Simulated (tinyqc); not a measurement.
# CMOS latch-up, two-transistor model: what changes with what

A parasitic pnp (emitter at Vdd, base shunted by Rw) and npn (emitter at ground, base shunted by Rs) feed each other: the npn collector current flows out of the pnp base node, the pnp collector current into the npn base node. Forward-active transistors with constant gains: Icn = Isn exp(Vn/Vt), Icp = Isp (exp(Vp/Vt) - 1). A current Ii is injected into the npn base node.

Inputs (values chosen for the exercise); values close to those of bulk CMOS: temperature T = 300 K; current gain of the npn bn = 24.1; current gain of the pnp bp = 3; saturation current of the npn at T Isn = 1.1e-15 A; saturation current of the pnp at T Isp = 7.3e-15 A; substrate resistance shunting the npn Rs = 55 ohm; well resistance shunting the pnp Rw = 1100 ohm; resistance from the pnp collector to the npn base R2 = 29 ohm; base-emitter voltage in the on state Von = 0.73 V; saturation voltage Vsat = 0.14 V; supply voltage Vdd = 0.9 V.

Constants: q = 1.602176634e-19 C, kB = 1.380649e-23 J/K, Vt = kB T/q. Results are converted to the units shown.

Each table varies one quantity; the others keep the values above.

## Effect of the resistance from the pnp collector to the npn base

Node equations: Vp/Rw + Icp/bp = Icn and Vn/Rs + Icn/bn = Icp + Ii. Loop gain G = gn gp/[(1/Rw + gp/bp)(1/Rs + gn/bn)], gn = Icn/Vt, gp = (Icp + Isp)/Vt; the off state ends where G = 1, and Ii there is the trigger current. On state with both base-emitter voltages at Von: npn base current Ib = (Von/Rs + bp Von/Rw)/(bn bp - 1), holding current Ih = (bn + 1) Ib + Von/Rs, holding voltage Vh = Vsat + Von + R2 (Ib + Von/Rs).

The same in every row: Vn at trigger (V) = 0.69553; trigger current (mA) = 12.637; Ih (mA) = 18.646.

Effect of the resistance from the pnp collector to the npn base:
```
R2 (ohm)   Vh (V)
5         0.93743
14         1.0588
37         1.3690
100        2.2187
270        4.5114
740        10.850
2000       27.844
```

Read the table: what changes, and by how much?

As R2 goes from 5 to 2000 ohm, the trigger current stays at 12.6 mA, Ih stays at 18.6 mA and Vh rises from 0.937 to 27.8 V. Vh exceeds the supply Vdd = 0.9 V, which then cannot sustain a latched state, in 7 of the 7 rows.

## Effect of the current gain of the pnp

Same model as above.

Effect of the current gain of the pnp:
```
bp     Vn at trigger (V)  trigger current (mA)  Ih (mA)  Vh (V)
0.054             0.8057                 14.21     1122   2.535
0.12              0.7583                 13.39    190.4   1.460
0.25              0.7333                 13.00    80.40   1.332
0.55              0.7114                 12.75    41.20   1.287
1.2               0.6983                 12.66    25.92   1.270
2.6               0.6957                 12.64    19.38   1.262
5.5               0.6951                 12.63    16.50   1.259
12                0.6948                 12.63    15.12   1.257
```

Read the table: what changes, and by how much?

As bp goes from 0.054 to 12, the trigger current falls from 14.2 to 12.6 mA, Ih falls from 1120 to 15.1 mA and Vh falls from 2.54 to 1.26 V. Vh exceeds the supply Vdd = 0.9 V, which then cannot sustain a latched state, in 8 of the 8 rows. For bp = 0.025 the product of the gains is about one or less, so there is no latched state. For bp = 0.054, 0.12, 0.25 the holding current passes 50 mA, where high injection lowers the gains. For bp = 0.054, 0.12, 0.25 Vn at the trigger exceeds the fixed Von of the on-state formulas, so Ih and Vh are too low there.

Range of the model: Near the trigger Vn + Vp exceeds Vdd by over 0.35 V, so both collector junctions are forward biased and the forward-active model is out of range there.

tinyqc, about 0.03 s, one thread, Intel Xeon 2.30GHz (shared host): `OMP_NUM_THREADS=1 python tinyqc.py 2670023 2670024 out.jsonl`
